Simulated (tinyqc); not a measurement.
Three-level Kane dispersion of a narrow-gap semiconductor: one step. Fermi level and mass at a given density.

Zero of energy at Gamma8, c = hbar^2/2m0, P^2 = Ep c. The free-electron term and remote bands are left out, so the heavy holes are flat at E = 0 and the other three bands obey E (E - Eg)(E + Dso) = P^2 k^2 (E + 2 Dso/3). The conduction band is the highest root; its edge is Ec = max(Eg, 0).

Degenerate electrons at T = 0: kF = (3 pi^2 n)^(1/3), 1 cm^-3 = 1e-24 angstrom^-3; EF is the highest root at kF. The momentum (cyclotron, optical) mass is m(E) = hbar^2 k/(dE/dk) = c d(k^2)/dE with d(k^2)/dE = k^2 [1/E + 1/(E - Eg) + 1/(E + Dso) - 1/(E + 2 Dso/3)]; the density of states is k d(k^2)/dE/(2 pi^2).

Edge mass m0* = 3 |Eg|/(2 Ep).
Constants: hbar^2/2m0 = 3.80998211 eV angstrom^2.

Parameters, chosen for this exercise (near those of HgTe; not measured data): Eg = -0.308 eV (E(Gamma6) - E(Gamma8)); Dso = 1.11 eV (spin-orbit splitting); Ep = 18.6 eV (Kane energy); n = 5.4e+16 cm^-3 (electron density).

Problem. Compare EF - Ec with the parabolic value c kF^2/m0*.

Give: kF; EF - Ec; parabolic value; m(EF); m(EF)/m0*; density of states at EF.

Solution.

kF = 0.01169 1/angstrom
EF - Ec = 0.0199 eV
parabolic value = 0.0210 eV
m(EF) = 0.02758 m0
m(EF)/m0* = 1.110
density of states at EF = 4.288e+18 1/(eV cm^3)

The parabola overstates EF - Ec by a factor of 1.06; (EF - Ec)/|Eg| = 0.06, and the two-level rule 1 + 2 (EF - Ec)/|Eg| = 1.129 estimates the mass ratio.

(tinyqc, `OMP_NUM_THREADS=1 python tinyqc.py 1080551 1080552 out.jsonl`, Intel(R) Xeon(R) Processor @ 2.30GHz, 1 thread, shared host, about 0.01 s.)
